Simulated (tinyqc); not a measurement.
MOS capacitor with interface traps: C-V stretch-out, conductance peak and subthreshold swing: one step, computed by the program tinyqc. Command: `OMP_NUM_THREADS=1 python tinyqc.py 3005277 3005278 out.jsonl mostraps walk`. One thread of a shared host (Intel(R) Xeon(R) Processor @ 2.30GHz), about 0.01 s of CPU time with the checks.

Energies at the interface are counted from the valence band. psi > 0 means bending towards depletion, so the surface potential is +psi. Boltzmann statistics, full ionisation, no quantum confinement. Traps are neutral when filled up to E_n, with a sharp (zero-temperature) occupation.

Problem. Capacitances, high-low extraction and swing. C_LF = [1/C_ox + 1/(C_s + C_it)]^-1; C_HF = [1/C_ox + 1/C_s(HF)]^-1; high-low estimate D = [(1/C_LF - 1/C_ox)^-1 - (1/C_HF - 1/C_ox)^-1]/e; stretch-out |dV_G/d psi| = 1 + (C_s + C_it)/C_ox; swing factor at this bending (the subthreshold swing when psi lies between phi_B and 2 phi_B) S = ln(10) (k_B T/e)(1 + (C_s(HF) + C_it)/C_ox).

Inputs (values chosen for the exercise, for a model semiconductor): temperature T = 350 K.

Substrate: p-type. Trap spectrum: flat plus a Gaussian peak.

C_ox = 8.601211 microF/cm^2

C_s = 0.1444285 microF/cm^2

C_it = 0.4071205 microF/cm^2

C_s at high frequency = 0.1426079 microF/cm^2

k_B T = 0.03016067 eV

Constants: e = 1.602176634e-19 C.

Give: C_LF; C_HF; high-low estimate of D; stretch-out; swing factor S.

Solution.

C_LF = 0.5183 microF/cm^2

C_HF = 0.1403 microF/cm^2

high-low estimate of D = 2.552e+12 cm^-2 eV^-1

stretch-out = 1.064

swing factor S = 73.89 mV/decade
